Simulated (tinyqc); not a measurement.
# Random telegraph noise from one oxide trap in a small MOSFET: what changes with what

An acceptor-like trap exchanges electrons with the channel. Inversion charge Q = Cox u, u = n Vt W0(exp((Vg - VT)/(n Vt))), W0 the Lambert function, n = nf, Cox = eps0 eox/tox; linear regime Id = (W/L) mu Q Vd. Relative to threshold the surface potential rises by Vt ln(u/u0) and the oxide voltage by the rest of Vg - VT, with u0 = n Vt W0(1).

Parameters, values chosen for the exercise; values of the order met in silicon transistors:
- T = 200 K (temperature)
- eox = 9.06 (relative permittivity of the gate insulator (close to aluminium oxide))
- tox = 7.7 nm (insulator thickness)
- xt = 1.4 nm (depth of the trap from the channel interface)
- E0 = 0.18 eV (trap level above the channel Fermi level at threshold)
- s0 = 2e-17 cm^2 (capture prefactor)
- EB = 0.2 eV (capture barrier (lattice relaxation))
- lt = 0.18 nm (tunnelling decay length)
- vth = 1.3e7 cm/s (thermal velocity)
- zi = 2.5 nm (thickness of the inversion layer)
- VT = 0.42 V (threshold voltage)
- nf = 1.35 (body factor)
- W = 37 nm (gate width)
- L = 20 nm (gate length)
- mu = 330 cm^2/(V s) (mobility)
- asc = 0 V s (scattering coefficient of the charged trap)
- Vd = 0.05 V (drain voltage)
- Vg = 1.06 V (gate voltage)

Constants: q = 1.602176634e-19 C, kB = 1.380649e-23 J/K, Vt = kB T/q, eps0 = 8.8541878128e-14 F/cm where lengths are in cm. Results are converted to the units shown.

Each table varies one quantity; the others keep the values above.

## Time constants and noise against gate voltage

N = Cox u/q; dpsi = Vt ln(u/u0); E = E0 - dpsi - (xt/tox)(Vg - VT - dpsi); capture time tc = 1/[(N/zi) vth s0 exp(-xt/lt - EB/Vt)]; emission time te = tc exp(-E/Vt); occupancy te/(tc + te). A = W L; threshold step dV = q (1 - xt/tox)/(Cox A); gm/Id = 1/(u + n Vt); relative step dI/I = (gm/Id) dV + asc mu/A. fc = (1/tc + 1/te)/(2 pi); rms = (dI/I) sqrt(tc te)/(tc + te).

Time constants and noise against gate voltage:

| Vg (V) | E (eV) | tc (s) | te (s) | occupancy | dI/I (%) | fc (Hz) | rms dI/I (%) |
|---|---|---|---|---|---|---|---|
| 0.87 | 0.050624 | 0.10055 | 0.0053297 | 0.050339 | 4.1676 | 31.445 | 0.91123 |
| 0.93 | 0.037773 | 0.087612 | 0.0097887 | 0.10050 | 3.6584 | 18.076 | 1.0999 |
| 0.99 | 0.025147 | 0.077569 | 0.018030 | 0.18860 | 3.2577 | 10.879 | 1.2744 |
| 1.05 | 0.012700 | 0.069554 | 0.033288 | 0.32368 | 2.9346 | 7.0693 | 1.3730 |
| 1.11 | 3.9906e-4 | 0.063016 | 0.061574 | 0.49421 | 2.6688 | 5.1104 | 1.3343 |
| 1.17 | -0.011781 | 0.057584 | 0.11407 | 0.66453 | 2.4465 | 4.1591 | 1.1551 |
| 1.23 | -0.023859 | 0.053002 | 0.21160 | 0.79969 | 2.2578 | 3.7549 | 0.90365 |
| 1.29 | -0.035851 | 0.049087 | 0.39297 | 0.88896 | 2.0958 | 3.6473 | 0.65848 |
| 1.35 | -0.047767 | 0.045703 | 0.73050 | 0.94112 | 1.9552 | 3.7002 | 0.46027 |

tc falls from 0.101 to 0.0457 s as the channel fills and te rises from 0.00533 to 0.730 s; they are equal at Vg = 1.11 V, where E = 0. The rms noise goes from 0.911 through a maximum of 1.37 (at Vg = 1.05 V among the rows listed) to 0.460 %. The slope -Vt d ln(tc/te)/dVg is 0.214 between the first two rows and 0.199 between the last two; it tends to xt/tox = 0.182 only when the surface potential stops moving.

## Effect of the depth of the trap from the channel interface

Same model as above.

Results:

| xt (nm) | E (eV) | tc (s) | te (s) | occupancy | dI/I (%) | fc (Hz) | rms dI/I (%) |
|---|---|---|---|---|---|---|---|
| 0.39 | 0.086093 | 2.5004e-4 | 1.6927e-6 | 0.0067241 | 3.3496 | 94661 | 0.27374 |
| 1.16 | 0.028570 | 0.018023 | 0.0034348 | 0.16007 | 2.9967 | 55.167 | 1.0988 |
| 1.93 | -0.028953 | 1.2991 | 6.9699 | 0.84289 | 2.6439 | 0.14535 | 0.96212 |
| 2.7 | -0.086476 | 93.640 | 14143 | 0.99342 | 2.2911 | 0.0017109 | 0.18520 |
| 3.46 | -0.14325 | 6384.8 | 2.5997e7 | 0.99975 | 1.9428 | 2.4933e-5 | 0.030440 |
| 5 | -0.25830 | 3.3172e7 | 1.0705e14 | 1.0000 | 1.2372 | 4.7978e-9 | 6.8871e-4 |

Estimate the missing row, xt = 4.24 nm.

Computed row:

| xt (nm) | E (eV) | tc (s) | te (s) | occupancy | dI/I (%) | fc (Hz) | rms dI/I (%) |
|---|---|---|---|---|---|---|---|
| 4.24 | -0.20152 | 4.8651e5 | 5.8237e10 | 0.99999 | 1.5854 | 3.2714e-7 | 0.0045824 |

With this row back in the table: As xt goes from 0.39 to 5, tc rises from 2.50e-4 to 3.32e7 s, te rises from 1.69e-6 to 1.07e14 s and dI/I falls from 3.35 to 1.24 %. tc grows a decade every lt ln 10 = 0.414 nm of depth; traps spread evenly in depth therefore give corner frequencies spread evenly on a log scale, whose sum is 1/f noise if the traps contribute equal variances.

Range of the model: VT is taken as given; short-channel effects and the uneven flow of current among few electrons are left out.

Numbers from tinyqc (`OMP_NUM_THREADS=1 python tinyqc.py 2710084 2710085 out.jsonl`; about 0.01 s on one thread of a shared Intel Xeon 2.30GHz).
